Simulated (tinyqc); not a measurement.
Worked calculation: exchange-only LDA atom on a uniform radial grid, spin-unpolarised, for B(2+). Computed by tinyqc, a small Python program that keeps every step. Settings: Z = 5, points = 128, R = 9.0, functional = Slater exchange alone, mixing = 0.2, iteration cap = 67. Command: `OMP_NUM_THREADS=1 python tinyqc.py 31738 31739 out.jsonl` (the two numbers bound the seeds that draw the settings). One thread of a shared host (Intel(R) Xeon(R) Processor @ 2.60GHz), about 0.3 s of CPU time with the checks. Later iterations appear only in the table of the cycle.

## Iteration 1

Spherical atom on a uniform radial grid r_j = j h with h = R/(N + 1), h sum u^2 = 1 and integrals as h times sums, u(0) = u(R) = 0 (atomic units):
```
parameter           value
Z                       5
points N              128
R                9.000000
h                0.069767
mixing           0.200000
electrons in 1s         2
electrons in 2s         1
```

Three-point differences turn -u''/2 + [l(l+1)/2r^2 - Z/r + V] u = e u into a tridiagonal matrix (diagonal 1/h^2 + potential, off-diagonal -1/2h^2). D = sum f u^2; the Hartree potential y/r solves y'' = -D/r with y(0) = 0, y(R) = N_e; v_xc comes from rho = D/(4 pi r^2); E = sum f e - int D V + int D (V_H/2 + eps_xc); V(new) = V + mixing (V_H + v_xc - V).

eigenvalues (hartree): 1s -12.14124, 2s -3.10159

Every 8th grid point:
```
r           V in     u(1s)      u(2s)         D      V_H       v_xc
0.55814  0.00000   0.78542   -0.41547   1.40637  4.46334   -0.70004
1.11628  0.00000   0.10173   -0.96802   0.95775  2.56819   -0.38799
1.67442  0.00000   0.00988   -0.64693   0.41871  1.77770   -0.22472
2.23256  0.00000   0.00085   -0.30989   0.09603  1.34233   -0.11355
2.79070  0.00000   0.00007   -0.12617   0.01592  1.07487   -0.05375
3.34884  0.00000  5.37e-06   -0.04661   0.00217  0.89582   -0.02451
3.90698  0.00000  4.06e-07   -0.01614   0.00026  0.76786   -0.01091
4.46512  0.00000  3.00e-08   -0.00534  2.85e-05  0.67187   -0.00477
5.02326  0.00000  2.19e-09   -0.00170  2.90e-06  0.59722   -0.00206
5.58140  0.00000  1.57e-10   -0.00053  2.80e-07  0.53750   -0.00088
6.13953  0.00000  1.12e-11   -0.00016  2.59e-08  0.48864   -0.00037
6.69767  0.00000         0  -4.81e-05  2.31e-09  0.44792   -0.00016
7.25581  0.00000         0  -1.41e-05  2.00e-10  0.41346   -0.00007
7.81395  0.00000         0  -4.09e-06  1.67e-11  0.38393  -2.75e-05
8.37209  0.00000         0  -1.11e-06         0  0.35833    0.00000
8.93023  0.00000         0  -9.07e-08         0  0.33594    0.00000
```

total energy = -21.7672665 hartree

## Iteration 2

As before.

eigenvalues (hartree): 1s -11.05769, 2s -2.63607

Every 8th grid point:
```
r           V in     u(1s)      u(2s)         D      V_H       v_xc
0.55814  0.75266   0.80526   -0.35735   1.42457  4.41399   -0.70305
1.11628  0.43604   0.11354   -0.94498   0.91877  2.54746   -0.38265
1.67442  0.31060   0.01217   -0.68821   0.47394  1.77265   -0.23420
2.23256  0.24576   0.00117   -0.35970   0.12939  1.34146   -0.12541
2.79070  0.20422   0.00011   -0.16017   0.02565  1.07475   -0.06302
3.34884  0.17426  9.13e-06   -0.06487   0.00421  0.89581   -0.03055
3.90698  0.15139  7.72e-07   -0.02467   0.00061  0.76785   -0.01447
4.46512  0.13342  6.40e-08   -0.00897   0.00008  0.67187   -0.00675
5.02326  0.11903  5.23e-09   -0.00316  9.97e-06  0.59722   -0.00311
5.58140  0.10732  4.22e-10   -0.00108  1.17e-06  0.53750   -0.00142
6.13953  0.09765  3.38e-11   -0.00036  1.32e-07  0.48864   -0.00064
6.69767  0.08955         0   -0.00012  1.44e-08  0.44792   -0.00029
7.25581  0.08268         0  -3.90e-05  1.52e-09  0.41346   -0.00013
7.81395  0.07678         0  -1.25e-05  1.55e-10  0.38393   -0.00006
8.37209  0.07167         0  -3.69e-06  1.36e-11  0.35833  -2.45e-05
8.93023  0.06719         0  -3.16e-07         0  0.33594    0.00000
```

total energy = -21.9260126 hartree

## Iteration 3

As before.

eigenvalues (hartree): 1s -10.21695, 2s -2.28263

Every 8th grid point:
```
r           V in     u(1s)      u(2s)         D      V_H       v_xc
0.55814  1.34431   0.82078   -0.31172   1.44453  4.37229   -0.70632
1.11628  0.78179   0.12380   -0.91926   0.87569  2.52848   -0.37658
1.67442  0.55617   0.01437   -0.71771   0.51552  1.76736   -0.24086
2.23256  0.43981   0.00150   -0.40252   0.16203  1.34041   -0.13518
2.79070  0.36572   0.00015   -0.19270   0.03713  1.07458   -0.07129
3.34884  0.31246  1.40e-05   -0.08406   0.00707  0.89578   -0.03631
3.90698  0.27179  1.29e-06   -0.03450   0.00119  0.76785   -0.01810
4.46512  0.23976  1.17e-07   -0.01356   0.00018  0.67187   -0.00888
5.02326  0.21405  1.05e-08   -0.00516  2.66e-05  0.59722   -0.00431
5.58140  0.19308  9.34e-10   -0.00192  3.67e-06  0.53750   -0.00208
6.13953  0.17572  8.21e-11   -0.00070  4.86e-07  0.48864   -0.00099
6.69767  0.16117         0   -0.00025  6.23e-08  0.44792   -0.00047
7.25581  0.14881         0   -0.00009  7.76e-09  0.41346   -0.00022
7.81395  0.13820         0  -3.05e-05  9.28e-10  0.38393   -0.00010
8.37209  0.12900         0  -9.69e-06  9.38e-11  0.35833  -4.67e-05
8.93023  0.12094         0  -8.58e-07         0  0.33594    0.00000
```

total energy = -22.0290455 hartree

## Convergence

Stop when input and output potentials agree to 1e-7.

Course of the cycle (hartree):
```
iteration            E      e(1s)     e(2s)  largest |V(out) - V(in)|
1          -21.7672665  -12.14124  -3.10159                  7.30e+00
2          -21.9260126  -11.05769  -2.63607                  5.65e+00
3          -22.0290455  -10.21695  -2.28263                  4.37e+00
4          -22.0951377   -9.56461  -2.01307                  3.38e+00
5          -22.1371039   -9.05848  -1.80659                  2.61e+00
6          -22.1635199   -8.66581  -1.64780                  2.01e+00
7          -22.1800266   -8.36119  -1.52525                  1.55e+00
8          -22.1902789   -8.12492  -1.43037                  1.19e+00
9          -22.1966154   -7.94166  -1.35671                  9.16e-01
10         -22.2005165   -7.79955  -1.29939                  7.04e-01
11         -22.2029108   -7.68935  -1.25470                  5.41e-01
...                ...        ...       ...                       ...
57         -22.2066770   -7.30952  -1.09324                  4.54e-06
58         -22.2066770   -7.30952  -1.09324                  3.59e-06
59         -22.2066770   -7.30952  -1.09324                  2.84e-06
60         -22.2066770   -7.30952  -1.09324                  2.24e-06
61         -22.2066770   -7.30952  -1.09324                  1.77e-06
62         -22.2066770   -7.30952  -1.09324                  1.40e-06
63         -22.2066770   -7.30952  -1.09324                  1.11e-06
64         -22.2066770   -7.30952  -1.09324                  8.75e-07
65         -22.2066770   -7.30952  -1.09324                  6.92e-07
66         -22.2066770   -7.30952  -1.09324                  5.48e-07
67         -22.2066770   -7.30952  -1.09324                  4.33e-07
```

Not converged within 67 iterations: the residual falls steadily but slowly, by a factor of about 0.79 a step. Reruns (cap 100 unless said): mixing 0.3: converged in 47; mixing 0.6: converged in 19; the original settings with a cap of 400: converged in 74. Even converged, this uniform grid resolves the cusp poorly and misses the energy of the atom.
